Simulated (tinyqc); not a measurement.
Read current of a NAND string, cells in series solved by shooting: course of the secant iteration.

Cells in series, numbered from 0 at the source line (0 V) to the bit line, each followed by a gap resistance Rg. A cell with gate Vg, threshold VT, source Vs and drain Vd passes I = 2 nf K Vt^2 [F(Vs) - F(Vd)]/(1 + th max(Vg - VT, 0)), F(V) = ln^2(1 + exp((Vg - VT - nf V)/(2 nf Vt))). The selected cell has Vg = Vr, the others Vg = Vp.

For a trial current I start at 0 V and, cell by cell (the selected one is cell 3), solve for the drain: sqrt(F(Vd)) = sqrt(F(Vs) - I/k), k = 2 nf K Vt^2/(1 + th max(Vg - VT, 0)), Vd = [Vg - VT - 2 nf Vt ln(exp(sqrt F) - 1)]/nf, then add I Rg.

Secant steps on the end voltage less Vbl, from the two trials; a trial above the saturation current of a cell has no solution and is moved halfway to the previous trial. Stop below 1e-9 V.

Inputs (values chosen for the exercise); values of the order met in vertical NAND strings: temperature T = 358 K; gain factor of a cell K = 4.8 uA/V^2; slope factor nf = 1.9; mobility reduction factor th = 0.18 1/V; resistance of the gap between cells Rg = 9 kohm; bit-line voltage Vbl = 0.5 V; pass voltage Vp = 7 V; read voltage on the selected word line Vr = 3.65 V.

Constants: q = 1.602176634e-19 C, kB = 1.380649e-23 J/K, Vt = kB T/q. Results are converted to the units shown.

thresholds from the source end, cell 0 to 3 (V): -2.1  -2.1  4.3  2.1
first trial current = 0.66 uA
second trial current = 0.79 uA

Course of the iteration:
```
iteration    I (uA)  end voltage - Vbl (V)  halvings
1          0.843849                8.56e-3         0
2          0.834760               -5.22e-4         0
3          0.835283               -6.54e-6         0
4          0.835289                4.98e-9         0
5          0.835289              -4.73e-14         0
```

Did this iteration meet its convergence test, and what does its course show?

Yes. Converged in 5 iterations to I = 0.83529 uA. The selected cell takes 51.8 % of the bit-line voltage and the gaps together 6.01 %.

Numbers from tinyqc (`OMP_NUM_THREADS=1 python tinyqc.py 2142057 2142058 out.jsonl`; about 0.4 s on one thread of a shared Intel Xeon 2.30GHz).
